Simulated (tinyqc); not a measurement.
Bias-temperature instability from a Gaussian distribution of capture and emission barriers: one step, computed by the program tinyqc.

Each trap has a capture time tau_0 exp(E_c/(k_B T)) under stress and an emission time tau_0 exp(E_e/(k_B T)) after it. E_c is Gaussian, and E_e = E_c + d with d Gaussian and independent. A trap counts as filled once t_s exceeds its capture time and as emptied once t_r exceeds its emission time.

Question. Lifetime. Demarcation energies E_s = k_B T ln(t_s/tau_0), E_r = k_B T ln(t_r/tau_0); mean barrier mu = mu_c - k_F F; z = (E_s - mu)/sigma_c; Phi is the standard normal distribution. Temperatures in kelvin are T(C) + 273.15. Solve V_max Phi(z) = criterion for t_s; the power-law extrapolation from the stress point is t_s (criterion/dV0)^(1/n); 1 year = 3.15576e7 s.

Inputs (values chosen for the exercise, for a model p-channel transistor): shift with all traps filled V_max = 97 mV; spread of capture barriers sigma_c = 0.26 eV; time constant tau_0 = 1e-10 s; temperature T = 175 C; stress time t_s = 2 s; failure criterion = 30 mV.

mean barrier mu = 1.6544 eV

shift without recovery dV0 = 0.2187848 mV

time exponent n = 0.4656250

Constants: k_B = 8.617333262e-05 eV/K.

Give: log10 of the lifetime in s; log10 of the power-law estimate in s.

Answer.

log10 of the lifetime in s = 7.1492

log10 of the power-law estimate in s = 4.8908

The power law gives a time shorter by 2.26 decades, since n falls as traps fill; ten years is log10 = 8.50.
